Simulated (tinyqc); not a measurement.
Potential-pH (Pourbaix) lines of a metal, its cation, its oxide and an oxyanion, with a complexing ligand: one step, computed by the program tinyqc. Command: `OMP_NUM_THREADS=1 python tinyqc.py 3023857 3023858 out.jsonl pourb walk`. One thread of a shared host (Intel(R) Xeon(R) Processor @ 2.30GHz), about 0.02 s of CPU time with the checks.

Potentials are against the standard hydrogen electrode; solids and water have unit activity; dG_f of M, H+ and the electron is zero; F = e N_A and s = R T ln(10)/F. The cation carries z = 2.

Task: A complexing ligand. M2+ + 2e = M; MO + 2H+ + 2e = M + H2O; MO2(2-) + 4H+ + 2e = M + 2H2O. For each, E0 = -dG/(z F), and E = E0 + (s/z) log10 a - (s n_H/z) pH, with no activity term for the oxide. The free ligand is c_L/(1 + 10^(pKa - pH)) (ligand in excess); dissolved metal is a in all, so the free cation is a/alpha, alpha = 1 + beta [L]; the cation line drops by (s/z) log10 alpha.

Inputs (values chosen for the exercise, modelled on nickel):
```
quantity                                     value   unit
temperature T                               298.15      K
log10 of the dissolved activity a               -5      -
pH                                             1.7      -
log10 of the stability constant beta of ML     7.7      -
pKa of HL                                      9.1      -
total ligand c_L                            0.0042  mol/L
```

Species: M, M2+, MO, MO2(2-).

E0 (V): cation -0.2397774, oxide 0.1271178, oxyanion 0.9742413

s = 0.05915935 V

Give: free ligand; log10 alpha; cation line with ligand; that line less the oxide line.

Result:

free ligand = 1.6721e-10 mol/L

log10 alpha = 0.0036243

cation line with ligand = -0.38778 V

that line less the oxide line = -0.41433 V
